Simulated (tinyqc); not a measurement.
From results back to parameters: delta-doped layer in the Thomas-Fermi potential. Two cases, with inputs chosen for the exercise.

Problem. The depth of the well was computed from a hidden sheet density.

All donors ionised in the plane z = 0, zero temperature, energies from the Fermi level EF of the Thomas-Fermi model, which lies at the bulk band edge; c = hbar^2/2m0, q = e^2/(4 pi eps0). gv = 4 equivalent valleys, m_d = sqrt(m3^3/mz) in the plane. With n = (gv/3 pi^2)(m3 (-V)/c)^(3/2) and V'' = -(4 pi q/eps) n for z > 0, the solution is V = -b/(|z| + z0)^4 with sqrt(b) = 20/K, K = (4 pi q/eps)(gv/3 pi^2)(m3/c)^(3/2), and z0^5 = 4b/(e F0), e F0 = 2 pi q N/eps; 1e13/cm^2 = 1e-3/angstrom^2. Exchange and correlation are left out.

Constants: hbar^2/2m0 = 3.80998211 eV angstrom^2; e^2/(4 pi eps0) = 14.39964547 eV angstrom.

Case 1.

Values chosen (out of a larger set: near those of a delta-doped layer in Ge; not measured data): m3 = 0.214 m0 (density-of-states mass of a valley); mz = 0.124 m0 (mass along z); eps = 15.9 (dielectric constant).

depth = 0.063018 eV

Case 2.

Values chosen (out of a larger set: near those of a delta-doped layer in Ge; not measured data): m3 = 0.223 m0 (density-of-states mass of a valley); mz = 0.117 m0 (mass along z); eps = 16.5 (dielectric constant).

depth = 0.311585 eV

Find: b; z0; N.

Solution. b does not depend on N; z0 = (b/depth)^(1/4), e F0 = 4b/z0^5 and N = eps e F0/(2 pi q).

Case 1.

b = 9.549e+05 eV angstrom^4
z0 = 62.39 angstrom
N = 0.710 x 1e13/cm^2

Case 2.

b = 9.088e+05 eV angstrom^4
z0 = 41.33 angstrom
N = 5.50 x 1e13/cm^2

Computed by tinyqc, one run a case: `OMP_NUM_THREADS=1 python tinyqc.py N N+1 out.jsonl` with N = 1282702, 1282744; one thread of a shared Intel(R) Xeon(R) Processor @ 2.30GHz, about 0.1 s a run at most.
